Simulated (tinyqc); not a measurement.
# Pinning factor and decay constant from two barriers

Inverse problem. phiB = S (phiM - chi) + (1 - S)(Eg - E0) with S = 1/(1 + (1/S0 - 1) exp(-be ti)). Find S0, S at the given thickness and be.

Values chosen for this exercise; semiconductor values close to those of gallium arsenide; interlayer mass of the order of that in aluminium oxide, offset chosen freely:

| symbol | value | unit | meaning |
|---|---|---|---|
| Eg | 1.42 | eV | band gap |
| chi | 3.99 | eV | electron affinity |
| E0 | 0.51 | eV | charge-neutrality level above the valence band |
| phiM | 4.46 | eV | metal work function |

phiB at ti = 0, 0.2 nm (eV): [0.866, 0.84301924]

Answer. Each barrier gives its S by linear interpolation between the pinned and the unpinned value; the ratio of the two values of 1/S - 1 is exp(be ti).

S0 = 0.100
S = 0.152
be = 2.40 1/nm

Numbers from tinyqc (`OMP_NUM_THREADS=1 python tinyqc.py 2270039 2270040 out.jsonl`; about 0.02 s on one thread of a shared Intel Xeon 2.30GHz).
